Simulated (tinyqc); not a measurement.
Time-dependent dielectric breakdown: cell percolation, Weibull statistics, area scaling and voltage extrapolation: one step, computed by the program tinyqc. Command: `OMP_NUM_THREADS=1 python tinyqc.py 3010720 3010721 out.jsonl tddb walk`. One thread of a shared host (Intel(R) Xeon(R) Processor @ 2.30GHz), about 0.01 s of CPU time with the checks.

The oxide is divided into columns of area a^2, each holding m = t_ox/a cells (m is taken as continuous). A share lambda(t) = (t/t_1)^alpha of the cells is defective, and a column whose cells are all defective breaks down.

Task: A sample of breakdown times. Each device fails at t = t63 (-ln(1 - u))^(1/beta). Sort the times; median rank F_i = (i - 0.3)/(n_s + 0.4) for n_s devices; W = ln(-ln(1 - F_i)).

characteristic life t63 = 293.9106 s

uniform random numbers u: 0.3044  0.4299  0.8939  0.1964  0.4810  0.6711  0.4678  0.2963  0.8520  0.5117

Weibull slope beta = 1.213077

Give: Weibull plot.

Result:

Weibull plot:

| i | t (s) | F_i | ln t | W |
|---|---|---|---|---|
| 1 | 83.9 | 0.0673 | 4.430 | -2.664 |
| 2 | 124.1 | 0.1635 | 4.821 | -1.723 |
| 3 | 127.5 | 0.2596 | 4.848 | -1.202 |
| 4 | 182.8 | 0.3558 | 5.208 | -0.822 |
| 5 | 201.0 | 0.4519 | 5.303 | -0.509 |
| 6 | 207.6 | 0.5481 | 5.336 | -0.230 |
| 7 | 223.4 | 0.6442 | 5.409 | 0.033 |
| 8 | 320.8 | 0.7404 | 5.771 | 0.299 |
| 9 | 501.2 | 0.8365 | 6.217 | 0.594 |
| 10 | 572.1 | 0.9327 | 6.349 | 0.993 |

Caution: t_1 is an input here; in a real oxide it changes with thickness at fixed voltage.
